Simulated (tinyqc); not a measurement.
Inside a calculation. Method: Pariser-Parr-Pople SCF with singles CI, for the molecule Clc1ccc[cH+]cn1 (SMILES; centres numbered as the heavy atoms are written). One step of it, computed by the program tinyqc.

Task: Iteration 2: orbitals and new P. Diagonalise F (the basis is taken as orthonormal) and form P = 2 sum c c over the lowest orbitals.

F (eV), order 1Cl, 2C, 3C, 4C, 5C, 6C, 7C, 8N:
$$\begin{pmatrix}
-17.615976 & -3.596821 & 0.484034 & 0.322437 & -0.199931 & -0.233544 & 0.255961 & 0.522274 \\
-3.596821 & -10.943780 & -4.722376 & -0.413731 & 0.370885 & 0.476118 & -0.179246 & -4.975338 \\
0.484034 & -4.722376 & -11.233233 & -5.301143 & -0.349618 & 0.530719 & 0.484562 & -0.318076 \\
0.322437 & -0.413731 & -5.301143 & -10.911557 & -4.760651 & -0.427030 & 0.317268 & 0.421206 \\
-0.199931 & 0.370885 & -0.349618 & -4.760651 & -11.049671 & -5.266543 & -0.500689 & 0.515523 \\
-0.233544 & 0.476118 & 0.530719 & -0.427030 & -5.266543 & -11.080173 & -4.738072 & -0.267379 \\
0.255961 & -0.179246 & 0.484562 & 0.317268 & -0.500689 & -4.738072 & -10.315735 & -5.467101 \\
0.522274 & -4.975338 & -0.318076 & 0.421206 & 0.515523 & -0.267379 & -5.467101 & -13.728238
\end{pmatrix}$$

pi electrons, sum of z_r less the charge = 8

Give: orbital energies; P after iteration 2.

Result:

orbital energies (eV): [-21.6711, -19.3404, -18.4998, -17.0456, -7.7719, -7.1957, -2.7302, -2.6237]

P after iteration 2, order 1Cl, 2C, 3C, 4C, 5C, 6C, 7C, 8N:
$$\begin{pmatrix}
1.8439 & 0.4256 & -0.1468 & -0.1428 & 0.0916 & 0.1211 & -0.0999 & -0.1780 \\
0.4256 & 0.7747 & 0.5495 & 0.1884 & -0.1676 & -0.2272 & 0.0855 & 0.5862 \\
-0.1468 & 0.5495 & 0.9226 & 0.7143 & 0.1395 & -0.2623 & -0.2330 & 0.1329 \\
-0.1428 & 0.1884 & 0.7143 & 0.8329 & 0.5635 & 0.1544 & -0.1628 & -0.1952 \\
0.0916 & -0.1676 & 0.1395 & 0.5635 & 0.8496 & 0.7117 & 0.2004 & -0.2393 \\
0.1211 & -0.2272 & -0.2623 & 0.1544 & 0.7117 & 0.8866 & 0.5585 & 0.0991 \\
-0.0999 & 0.0855 & -0.2330 & -0.1628 & 0.2004 & 0.5585 & 0.7277 & 0.6897 \\
-0.1780 & 0.5862 & 0.1329 & -0.1952 & -0.2393 & 0.0991 & 0.6897 & 1.1620
\end{pmatrix}$$
